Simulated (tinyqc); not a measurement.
Worked calculation: Luttinger-Kohn k.p, four valence bands. One step of it, computed by the program tinyqc.

Task: Levels at k. Diagonalise the Hermitian matrix.

H(k) at k (eV), lower triangle (Hermitian):
```
,3/2,1/2,-1/2,-3/2
3/2,0.178101
1/2,0.081938-0.011705i,0.178101
-1/2,-0.026231+0.016388i,0.000000,0.178101
-3/2,0.000000,-0.026231+0.016388i,-0.081938+0.011705i,0.178101
```

Give: eigenvalues.

Result:

eigenvalues (eV): 0.0897  0.0897  0.2665  0.2665
